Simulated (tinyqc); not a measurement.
Comparisons within one model: buckled dimers of a reconstructed (001) surface, two dangling bonds a dimer. A value that a table varies takes the place of the one given here.

In a dimer one atom moves up by z and the other down by z; the dangling bond of the up atom (more s-like) falls by gm z and that of the down atom rises by gm z. With all dimers tilted alike: H(k) = [[-gm z - 2 ta cos k, -tp - 2 tx cos k], [., gm z - 2 ta cos k]], k along the row in 1/a. Two electrons a dimer fill the lowest N of the 2N levels on the mesh k_j = (j + 1/2) pi/N. Total energy a dimer: W(z) = (2/N) sum of the filled levels + kf z^2. Repulsion between electrons is left out.

Values chosen for the exercise (of the size met on Si(001); shifted at random, so the results belong to these values and not to a real crystal):
- tp = 0.21 eV (pi coupling inside a dimer)
- ta = 0.12 eV (coupling between like atoms along the row)
- tx = 0 eV (diagonal coupling along the row)
- gm = 1.98 eV/angstrom (shift of a dangling bond with height)
- kf = 6.6 eV/angstrom^2 (force constant of buckling)
- N = 12 (k points)

## Energy against buckling

W relative to z = 0; gap as lowest upper less highest lower level on 201 points from 0 to pi.

Per dimer (eV):
```
z (angstrom)  band energy  elastic        W      gap
0.00               0.0000   0.0000   0.0000  -0.0600
0.05              -0.0330   0.0165  -0.0165  -0.0157
0.10              -0.1440   0.0660  -0.0780   0.0972
0.15              -0.2943   0.1485  -0.1458   0.2475
0.20              -0.4632   0.2640  -0.1992   0.4165
0.30              -0.8268   0.5940  -0.2328   0.7801
0.40              -1.2055   1.0560  -0.1495   1.1587
0.50              -1.5908   1.6500   0.0592   1.5441
0.60              -1.9796   2.3760   0.3964   1.9328
```

How do the results move?

W is lowest at z = 0.3 among these rows (-0.2328 eV). The band energy falls as z^2 at first and linearly, as -2 gm z, once gm z is far above tp, so the elastic term always wins at large z. The gap opens near z = 0.057 angstrom.

## Strong pi bonds keep dimers flat

tp is varied; z minimises W on 0 to 1 angstrom; gap on 201 points; charge moved: the mean of gm z/sqrt((gm z)^2 + h^2) over the mesh, h the off-diagonal element.

Against tp:
```
tp (eV)  z (angstrom)  gain (eV)  gap (eV)  charge moved (e)
0.10           0.2957     0.2788    0.7080             0.986
0.20           0.2825     0.2414    0.7080             0.942
0.30           0.2589     0.1455    0.7080             0.863
0.45           0.1958     0.0349    0.7080             0.653
0.60           0.0000     0.0000    0.7200             0.000
0.80           0.0000     0.0000    1.1200             0.000
1.00           0.0000     0.0000    1.5200             0.000
1.30           0.0000     0.0000    2.1200             0.000
1.60           0.0000     0.0000    2.7200             0.000
```

What can be read from the table?

Dimers buckle for tp up to 0.45 eV among these rows; for an isolated dimer the limit is gm^2/kf = 0.594 eV. While buckled, the splitting, on average over k, stays near 2 gm^2/kf = 1.188 eV whatever tp is, and beyond the limit it follows 2 tp; the gap is smaller by the width of the bands, about 4 ta = 0.48 eV.

## Tilting alike or in alternation

Alternation doubles the cell: sites L1, R1, L2, R2 with levels -gm z, +gm z, +gm z, -gm z, -tp inside a dimer, -2 ta cos k between L1-L2 and R1-R2, -2 tx cos k between L1-R2 and R1-L2, on k_j = (j + 1/2) pi/(2N); the lowest half of the levels is filled. Energies a dimer; gaps on these meshes.

Two patterns:
```
z (angstrom)  W alike (eV)  W alternating (eV)  difference (meV)  gap alike (eV)  gap alternating (eV)
0.05               -0.4498             -0.4905             -40.7         -0.0116                0.1983
0.10               -0.5112             -0.5664             -55.2          0.1014                0.3961
0.15               -0.5790             -0.6337             -54.7          0.2516                0.5941
0.20               -0.6325             -0.6826             -50.1          0.4206                0.7921
0.30               -0.6661             -0.7062             -40.1          0.7842                1.1880
0.40               -0.5827             -0.6152             -32.5          1.1628                1.5840
0.50               -0.3741             -0.4011             -27.0          1.5482                1.9800
```

What does this show?

The lowest W listed is -0.6661 eV for like tilts and -0.7062 eV for alternation; the difference at equal z runs from -55.2 to -27.0 meV. With alternation ta joins filled up atoms to empty down atoms and gains energy in second order, about 2 ta^2/(gm z) a dimer at large z, while tx does so for like tilts; here ta = 0.12 and tx = 0 eV. At z = 0.3 the gap is 0.784 eV alike and 1.188 eV alternating.

## What each parameter does

z minimises W on 0 to 1 angstrom; gain over flat dimers; gap on 201 points from 0 to pi. Each row changes one parameter from the base and keeps the others.

Results:
```
case                     z (angstrom)  gain (eV)  gap (eV)
base                           0.2806     0.2350    0.7080
tp = 0.178 eV                  0.2862     0.2526    0.7080
ta = 0.15 eV                   0.2806     0.1874    0.5880
tx = 0.03 eV                   0.2801     0.2377    0.7114
gm = 2.138 eV/angstrom         0.3087     0.3230    0.9052
kf = 5.94 eV/angstrom^2        0.3160     0.2936    0.8400
```

How do the results move?

The largest shifts from the base row, up to three for each result and ties (the steps differ in size, so this ranks the rows, not the parameters). z (angstrom): kf +0.0354, gm +0.0281, tp +0.0056; unchanged at the printed digits by ta. gain (eV): gm +0.0880, kf +0.0586, ta -0.0476. gap (eV): gm +0.1972, kf +0.1320, ta -0.1200; unchanged at the printed digits by tp.

Program tinyqc; command `OMP_NUM_THREADS=1 python tinyqc.py 1450280 1450281 out.jsonl`; about 0.03 s on one thread of a shared Intel(R) Xeon(R) Processor @ 2.30GHz.
